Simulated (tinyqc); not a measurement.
Mass anisotropy: shallow donor in an anisotropic valley (effective-mass theory).

One valley: H = -c [(d2/dx2 + d2/dy2)/mt + (d2/dz2)/ml] - q/(eps r), c = hbar^2/2m0, q = e^2/(4 pi eps0). Trial function exp(-sqrt((x^2 + y^2)/a^2 + z^2/b^2)) with a > b: T = (c/3)(2/(mt a^2) + 1/(ml b^2)), V = -(q/eps) atan(u/b)/u, u = sqrt(a^2 - b^2). The central cell of the impurity is left out.

Constants: hbar^2/2m0 = 3.80998211 eV angstrom^2; e^2/(4 pi eps0) = 14.39964547 eV angstrom; Ry = 13.60569312 eV; a0 (Bohr radius) = 0.5291772105 angstrom.

Inputs chosen for the exercise (out of a larger set: near those of 3C SiC; not measured data): mt = 0.245 m0 (transverse mass); eps = 9.5 (dielectric constant); xs = (1.1, 2.1, 3.1, 6.7, 9, 21, 70, 100) (ratios ml/mt).

mt and eps fixed, ml varied. Energies in units of Ry*(mt) = Ry mt/eps^2 and lengths in a*(mt) = a0 eps/mt; the last two columns use one mass, 3/(1/ml + 2/mt) or (ml mt^2)^(1/3).

Results:

| ml/mt | a/a* | b/a | binding | conductivity mass | density-of-states mass |
|---|---|---|---|---|---|
| 1.10 | 0.980 | 0.967 | 1.032 | 1.031 | 1.032 |
| 2.10 | 0.862 | 0.768 | 1.259 | 1.212 | 1.281 |
| 3.10 | 0.804 | 0.670 | 1.401 | 1.292 | 1.458 |
| 6.70 | 0.712 | 0.512 | 1.690 | 1.396 | 1.885 |
| 9.00 | 0.683 | 0.462 | 1.800 | 1.421 | 2.080 |
| 21.0 | 0.616 | 0.345 | 2.107 | 1.465 | 2.759 |
| 70.0 | 0.550 | 0.229 | 2.501 | 1.489 | 4.121 |
| 100 | 0.536 | 0.203 | 2.605 | 1.493 | 4.642 |

The binding grows from 1.03 to 2.60 Ry*(mt); for ml going to infinity the exact problem becomes two-dimensional, with 4 Ry*. The conductivity mass saturates at 1.5 and underbinds, by 17 % at ml/mt = 6.7; the density-of-states mass errs by +12 % there and by +78 % in the last row. With these mt and eps one unit is 36.94 meV.

Computed by tinyqc, a small Python program: `OMP_NUM_THREADS=1 python tinyqc.py 1280256 1280257 out.jsonl` (the numbers bound the seed that draws the inputs); one thread of a shared host (Intel(R) Xeon(R) Processor @ 2.30GHz), about 0.01 s for the whole set of steps.
